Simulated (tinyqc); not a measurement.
Permittivity of the insulator from five potentials.

Problem. A node lies on a semiconductor-insulator interface. Steps: hs = tb/2 down into the semiconductor, ho = tox/1 up into the insulator, hy = L/5 sideways. The flux balance of its box reads eox (hy/ho)(above - node) + eps_r (hy/hs)(below - node) + [(eps_r hs + eox ho)/(2 hy)](left + right - 2 node) - q Na (hs/2) hy/eps0 = 0. Find eox.

Parameters, values chosen for the exercise; semiconductor permittivity close to that of silicon: relative permittivity of the semiconductor eps_r = 11.6; body thickness tb = 5 nm; insulator thickness tox = 3.3 nm; channel length L = 46 nm; acceptor density of the depleted body Na = 0 cm^-3.

Constants: q = 1.602176634e-19 C, eps0 = 8.8541878128e-14 F/cm where lengths are in cm. Results are converted to the units shown.

psi (V): node 0.30435076, above 0.11, below 0.35890437, left 0.16260672, right 1.04

Answer. The balance is linear in eox.

eox = 7.50

tinyqc, about 0.1 s, one thread, Intel Xeon 2.30GHz (shared host): `OMP_NUM_THREADS=1 python tinyqc.py 2480170 2480171 out.jsonl`
